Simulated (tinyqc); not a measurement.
Ways to converge the cycle: SCF convergence aids in the 3-21g basis, for H2, spin multiplicity 3. Computed by the program tinyqc with PySCF. 

Geometry (angstrom):

| atom | x | y | z |
|---|---|---|---|
| H | 0.0000 | 0.0000 | 0.0000 |
| H | 0.0000 | 0.0000 | 1.3380 |

lowest solution found by these runs and by PySCF with stability checks = -0.934707 hartree

UHF with one setting changed at a time; a run stops when the energy changes by less than 1e-09 hartree and the error matrix is below 1e-5. The start is the core Hamiltonian. Damping d keeps d of the old density; a shift (hartree) raises the virtual levels; DIIS n extrapolates F over n matrices.

Largest element of the error matrix X^T (FDS - SDF) X:

| iteration | plain | damping 0.3 | damping 0.6 | shift 0.4 | DIIS 3 | DIIS 8 |
|---|---|---|---|---|---|---|
| 1 | 3.8e-02 | 3.8e-02 | 3.8e-02 | 3.8e-02 | 3.8e-02 | 3.8e-02 |
| 2 | 1.2e-02 | 2.0e-02 | 2.8e-02 | 1.7e-02 | 1.2e-02 | 1.2e-02 |
| 3 | 3.5e-03 | 1.0e-02 | 2.0e-02 | 7.8e-03 | 3.4e-04 | 3.4e-04 |
| 4 | 1.1e-03 | 5.2e-03 | 1.4e-02 | 3.5e-03 | 4.7e-07 | 4.7e-07 |
| 5 | 3.2e-04 | 2.6e-03 | 1.0e-02 | 1.6e-03 | 1.7e-11 | 1.7e-07 |
| 6 | 9.6e-05 | 1.3e-03 | 7.5e-03 | 7.0e-04 | - | - |
| 8 | 8.6e-06 | 3.5e-04 | 3.9e-03 | 1.4e-04 | - | - |
| 10 | - | 9.2e-05 | 2.0e-03 | 2.8e-05 | - | - |
| 14 | - | 6.2e-06 | 5.5e-04 | - | - | - |
| 20 | - | - | 7.6e-05 | - | - | - |
| 30 | - | - | 2.9e-06 | - | - | - |

How each run ends:

| run | iterations | E (hartree) | state |
|---|---|---|---|
| plain | 9 | -0.934707 | lowest found |
| damping 0.3 | 16 | -0.934707 | lowest found |
| damping 0.6 | 31 | -0.934707 | lowest found |
| shift 0.4 | 12 | -0.934707 | lowest found |
| DIIS 3 | 5 | -0.934707 | lowest found |
| DIIS 8 | 5 | -0.934707 | lowest found |

6 of 6 runs reach the lowest solution found, in 5 to 31 iterations (fastest: DIIS 3, DIIS 8). Plain steps already contract here, so damping only slows them. DIIS 3 and DIIS 8 gain by cancelling the error over several earlier matrices, much as a quasi-Newton step does.
